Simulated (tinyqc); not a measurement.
Binding against mu: shallow acceptor in the spherical model (Baldereschi-Lipari), strong spin-orbit limit. Computed by tinyqc, a small Python program. Command: `OMP_NUM_THREADS=1 python tinyqc.py 3006395 3006396 out.jsonl acceptor walk`. One thread of a shared host (Intel(R) Xeon(R) Processor @ 2.30GHz), about 0.01 s of CPU time with the checks.

The 1S(3/2) state has an s envelope f(r) and a d envelope g(r). In effective units they obey -(f'' + 2f'/r + 2f/r) + mu (g'' + 5g'/r + 3g/r^2) = E f and -(g'' + 2g'/r - 6g/r^2 + 2g/r) + mu (f'' - f'/r) = E g. The cubic term, the split-off band and the central cell are left out.

Inputs (values chosen for the exercise, modelled on GaAs):
```
quantity,value,unit
Luttinger gamma_1,6.96,-
Luttinger gamma_2,2.09,-
Luttinger gamma_3,2.92,-
dielectric constant eps,12.6,-
```

Constants: Ry = 13.605693123 eV; a_0 = 0.529177210903 angstrom.

Method:
- Ry* = Ry/(gamma_1 eps^2), a* = a_0 eps gamma_1, mu = (6 gamma_3 + 4 gamma_2)/(5 gamma_1), delta = (gamma_3 - gamma_2)/gamma_1; spherical masses 1/(gamma_1 (1 - mu)) (heavy) and 1/(gamma_1 (1 + mu)) (light).
- Basis: f_i = exp(-zeta_i r), g_i = r exp(-zeta_i r), weight r^2 dr, s = zeta_i + zeta_j. S_ff = 2/s^3, H_ff = zeta_i zeta_j S_ff - 2/s^2; S_gg = 24/s^5, H_gg = 8/s^3 + 24 zeta_i zeta_j/s^5 - 12/s^4; H(f_i, g_j) = mu (6 zeta_i^2/s^4 + 2 zeta_i/s^3); S_fg = 0. Each function is normalised by sqrt(S_ii).
- Large basis: zeta_i = 0.08 x 1.55^(i-1), i = 1..20 in each channel; overlap eigenvalues below 1e-11 are dropped.

mu = 0.743678

1S(3/2):
```
mu,binding (Ry*),d weight,binding x (1 - mu)
0.10,1.0091,0.00424,0.90817
0.22,1.0457,0.02062,0.81563
0.45,1.2276,0.08830,0.67516
0.50,1.2985,0.10979,0.64927
0.74,2.0783,0.25158,0.54036
0.80,2.5802,0.29828,0.51604
0.90,4.7683,0.38818,0.47683
0.95,9.1447,0.44002,0.45723
```

The binding grows from 1.009 to 9.14 Ry*, slowly at first (second order in mu), while the d weight rises to 0.44. The last column, the binding in units of the heavy-hole Rydberg, falls to 0.457, towards about 0.44 as mu tends to 1.
